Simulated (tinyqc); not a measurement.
# Thin-body transistor below threshold, two-dimensional Poisson equation on a small mesh: effects of single changes

A thin body on a thick buried insulator of low permittivity, taken as carrying no normal field at the bottom of the body (row 0). Mobile charge is neglected (subthreshold), the body is fully depleted, and potentials are counted from the intrinsic level; rows run upward to the gate, columns from source to drain.

Inputs (values chosen for the exercise); semiconductor permittivity close to that of silicon:
```
symbol   value   unit                                     meaning
T          350      K                                 temperature
eps_r     11.7         relative permittivity of the semiconductor
eox          9             relative permittivity of the insulator
tb           8     nm                              body thickness
tox          4     nm                         insulator thickness
L           50     nm                              channel length
Na      1.1e18  cm^-3       acceptor density of the depleted body
Vbi       0.58      V                     potential of the source
Vfb      -0.04      V                                 gate offset
Vg        -0.1      V                                gate voltage
Vd         0.7      V                               drain voltage
```

Constants: q = 1.602176634e-19 C, kB = 1.380649e-23 J/K, Vt = kB T/q, eps0 = 8.8541878128e-14 F/cm where lengths are in cm. Results are converted to the units shown.

Each table varies one quantity; the others keep the values above.

## Effect of the drain voltage

Mesh: rows i = 0..12 in the semiconductor (step hs = tb/12, row 12 on the interface), then 8 step(s) ho = tox/8 up to the gate row 20; columns j = 0..80 (step hy = L/80). Box integration, divided by eps0: up_i = eps hy/h of the interval above row i, dn_i = that of the interval below (0 for row 0), lat_i = (sum of eps h/2 over the intervals above and below)/hy, s_i = -q Na w_i hy/eps0 with w_i the semiconductor height of the box (hs/2 for row 0 and the interface row, hs between, 0 in the insulator). Each free node obeys (up + dn + 2 lat) psi = up psi(above) + dn psi(below) + lat [psi(left) + psi(right)] + s. Fixed values: gate row Vg - Vfb; column 0 at Vbi and the last column at Vbi + Vd in the semiconductor, each running linearly to Vg - Vfb across the insulator. The system is solved directly. On row 0 the minimum of psi and its place come from a parabola through the three lowest nodes; barrier = Vbi - minimum, swing = Vt ln 10/(d psi/dVg), DIBL = (d psi/dVd)/(d psi/dVg) there. Lambda = pi/k with k the smallest positive root of tan(k tox) tan(k tb) = eox/eps_r.

Effect of the drain voltage:
```
Vd (V),L/Lambda,barrier (V),place y/L,swing (mV/decade),DIBL (mV/V)
0.05,1.930,0.6775,0.4946,78.37,62.13
0.25,1.930,0.6671,0.4760,78.47,55.55
0.45,1.930,0.6577,0.4608,78.65,50.75
0.65,1.930,0.6491,0.4480,78.87,47.05
0.85,1.930,0.6411,0.4369,79.12,44.09
1.05,1.930,0.6336,0.4270,79.37,41.66
```

As Vd goes from 0.05 to 1.05 V, the barrier falls from 0.677 to 0.634 V, the swing rises from 78.4 to 79.4 mV a decade and DIBL falls from 62.1 to 41.7 mV/V; the ideal swing is 69.4. The barrier top moves from y/L = 0.495 to 0.427, towards the source.

## Effect of the insulator thickness

Same model as above.

Result of one run:
```
tox (nm),L/Lambda,barrier (V),place y/L,swing (mV/decade),DIBL (mV/V)
8,1.432,0.5785,0.4290,91.95,110.9
```

What becomes of these results when the insulator thickness tox is changed from 8 to 2.2 nm, all else the same?

Result of the changed run:
```
tox (nm),L/Lambda,barrier (V),place y/L,swing (mV/decade),DIBL (mV/V)
2.2,2.316,0.6683,0.4531,74.54,24.60
```

The whole series:
```
tox (nm),L/Lambda,barrier (V),place y/L,swing (mV/decade),DIBL (mV/V)
1.6,2.487,0.6729,0.4559,73.33,18.69
2.2,2.316,0.6683,0.4531,74.54,24.60
3,2.124,0.6601,0.4494,76.36,33.54
4.2,1.896,0.6441,0.4442,79.48,48.99
5.8,1.665,0.6184,0.4376,84.29,72.88
8,1.432,0.5785,0.4290,91.95,110.9
```

As tox goes from 1.6 to 8 nm, the barrier falls from 0.673 to 0.578 V, the swing rises from 73.3 to 92.0 mV a decade and DIBL rises from 18.7 to 111 mV/V; the ideal swing is 69.4. L/Lambda goes from 2.5 to 1.4.

## Effect of the relative permittivity of the insulator

Same model as above.

Result of one run:
```
eox,L/Lambda,barrier (V),place y/L,swing (mV/decade),DIBL (mV/V)
5.9,1.678,0.6285,0.4387,83.66,70.08
```

What becomes of these results when the relative permittivity of the insulator eox is changed from 5.9 to 3.9, all else the same?

Result of the changed run:
```
eox,L/Lambda,barrier (V),place y/L,swing (mV/decade),DIBL (mV/V)
3.9,1.438,0.6011,0.4312,91.06,107.7
```

The whole series:
```
eox,L/Lambda,barrier (V),place y/L,swing (mV/decade),DIBL (mV/V)
3.9,1.438,0.6011,0.4312,91.06,107.7
5.9,1.678,0.6285,0.4387,83.66,70.08
8.8,1.917,0.6463,0.4448,79.13,47.25
13,2.143,0.6571,0.4495,76.31,33.21
20,2.373,0.6640,0.4536,74.37,23.66
30,2.559,0.6675,0.4565,73.25,18.17
```

As eox goes from 3.9 to 30, the barrier rises from 0.601 to 0.667 V, the swing falls from 91.1 to 73.2 mV a decade and DIBL falls from 108 to 18.2 mV/V; the ideal swing is 69.4. L/Lambda goes from 1.4 to 2.6.

Computed by the program tinyqc: `OMP_NUM_THREADS=1 python tinyqc.py 2480144 2480145 out.jsonl`, one thread of a shared Intel Xeon 2.30GHz, about 0.1 s for the whole run.
